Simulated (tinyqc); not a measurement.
Threshold-voltage variability of a planar MOSFET, analytic estimates: a gate of 2 grains.

Three independent sources add in quadrature: random dopants in the depleted layer, metal-gate grains of two orientations, and roughness of the two gate edges acting through the roll-off VT = VT(long) - Vr exp(-L/l). These are first-order estimates: no three-dimensional electrostatics, no percolation.

Each of 2 equal grains has the higher work function with probability p; the threshold shift is dW (j/2 - p) for j such grains, and the off current changes by exp(-shift/(n Vt)).

Inputs (values chosen for the exercise); material values close to those of silicon: temperature T = 300 K; work-function difference of the two grain orientations dW = 0.3 eV; share of the orientation of higher work function p = 0.6; subthreshold factor n = 1.24.

Constants: q = 1.602176634e-19 C, kB = 1.380649e-23 J/K, Vt = kB T/q. Results are converted to the units shown.

Distribution:
```
j,probability,shift (mV),Ioff factor,probability x factor
0,0.1600,-180.0,274.5,43.93
1,0.4800,-30.0,2.549,1.224
2,0.3600,120.0,0.02367,0.008523
```

What does the comparison show?

The standard deviation is dW sqrt(p (1 - p)/2) = 104 mV. The mean off current is 45.2 times the nominal one; the log-normal formula exp(s^2/(2 (n Vt)^2)) gives 191. Devices with j = 0, 16 % of all, carry 97 % of the mean leakage.

Numbers from tinyqc (`OMP_NUM_THREADS=1 python tinyqc.py 2090158 2090159 out.jsonl`; about 0.01 s on one thread of a shared Intel Xeon 2.30GHz).
